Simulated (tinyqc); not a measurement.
# Worked calculation: short-channel transistor, virtual-source model with series resistance

tinyqc, about 0.02 s, one thread, Intel Xeon 2.30GHz (shared host): `OMP_NUM_THREADS=1 python tinyqc.py 2380165 2380166 out.jsonl` Printed values are rounded.

The current per gate width is the charge at the top of the source barrier (the virtual source) times its velocity times a saturation function; al and be are fitting constants of the model. Units: I in uA/um, Rs in ohm um, so I Rs = 1e-6 I Rs in volts; Q in uC/cm^2, so I = 1e-4 Q vx0 Fsat with vx0 in cm/s.

Parameters, values chosen for the exercise:
- T = 293 K (temperature)
- Cinv = 1.72 uF/cm^2 (inversion capacitance)
- vx0 = 1.97e7 cm/s (velocity at the virtual source)
- mu = 290 cm^2/(V s) (apparent mobility)
- L = 16 nm (channel length)
- VT0 = 0.336 V (threshold at zero drain voltage)
- dl = 0.09 V/V (drain-induced barrier lowering)
- n0 = 1.24 (subthreshold factor)
- nd = 0 1/V (growth of n with drain voltage)
- al = 3.5 (threshold shift (in units of Vt) from weak to strong inversion)
- be = 1.8 (sharpness of saturation)
- Rs = 120 ohm um (series resistance of each contact)
- Vgs = 1 V (gate voltage)
- Vds = 1 V (drain voltage)

Constants: q = 1.602176634e-19 C, kB = 1.380649e-23 J/K, Vt = kB T/q. Results are converted to the units shown.

## Iteration 1: current through the series resistance

I at the start = 0 uA/um

Intrinsic voltages Vg' = Vgs - I Rs, Vd' = Vds - 2 I Rs. n = n0 + nd Vd', VT = VT0 - dl Vd', Ff = 1/(1 + exp((Vg' - VT + al Vt/2)/(al Vt))), Q = Cinv n Vt ln(1 + exp((Vg' - VT + al Vt Ff)/(n Vt))), Vdsat = (vx0 L/mu)(1 - Ff) + Vt Ff, Fsat = u/(1 + u^be)^(1/be) with u = Vd'/Vdsat, and I(out) = Q vx0 Fsat per width. (Fsat takes the sign of u.) I(new) = I + 0.5 (I(out) - I).

Vg' = 1 V
Vd' = 1 V
VT = 0.246 V
Ff = 1.19481e-4
Q = 1.29690 uC/cm^2
Vdsat = 0.108680 V
Fsat = 0.989916
I(out) = 2529.13 uA/um
I after iteration 1 = 1264.56 uA/um

## Iteration 2: current through the series resistance

As before.

Vg' = 0.848252 V
Vd' = 0.696505 V
VT = 0.273315 V
Ff = 9.05629e-4
Q = 0.989031 uC/cm^2
Vdsat = 0.108614 V
Fsat = 0.980931
I(out) = 1911.24 uA/um
I after iteration 2 = 1587.90 uA/um

## Iteration 3: current through the series resistance

As before.

Vg' = 0.809452 V
Vd' = 0.618904 V
VT = 0.280299 V
Ff = 0.00151946
Q = 0.910375 uC/cm^2
Vdsat = 0.108563 V
Fsat = 0.976579
I(out) = 1751.43 uA/um
I after iteration 3 = 1669.67 uA/um

## Course of the iteration: current through the series resistance

Stop when I changes by less than 1e-7 uA/um, or after 80 iterations.

Course of the iteration:
```
iteration  I (uA/um)  |change| (uA/um)
1            1264.56              1260
2            1587.90               323
3            1669.67              81.8
4            1690.25              20.6
5            1695.42              5.17
6            1696.72              1.30
7            1697.05             0.326
8            1697.13            0.0820
9            1697.15            0.0206
10           1697.15           5.18e-3
11           1697.15           1.30e-3
12           1697.16           3.27e-4
13           1697.16           8.20e-5
14           1697.16           2.06e-5
15           1697.16           5.18e-6
16           1697.16           1.30e-6
17           1697.16           3.27e-7
18           1697.16           8.21e-8
```

Converged in 18 iterations. At the end each change is about 0.25 times the one before: linear convergence.

## What the series resistance costs

converged I = 1697.16 uA/um
I0 = 2529.13 uA/um

Intrinsic voltages Vg' = Vgs - I Rs, Vd' = Vds - 2 I Rs. n = n0 + nd Vd', VT = VT0 - dl Vd', Ff = 1/(1 + exp((Vg' - VT + al Vt/2)/(al Vt))), Q = Cinv n Vt ln(1 + exp((Vg' - VT + al Vt Ff)/(n Vt))), Vdsat = (vx0 L/mu)(1 - Ff) + Vt Ff, Fsat = u/(1 + u^be)^(1/be) with u = Vd'/Vdsat, and I = Q vx0 Fsat per width. I0 is the current for Rs = 0. Effective velocity I/Q; transit time L Q/I.

loss against I0 = 32.8956 %
effective velocity = 1.92027e7 cm/s
transit time = 0.0833215 ps

The carriers leave the virtual source at 97.5 % of vx0: the device is in saturation.
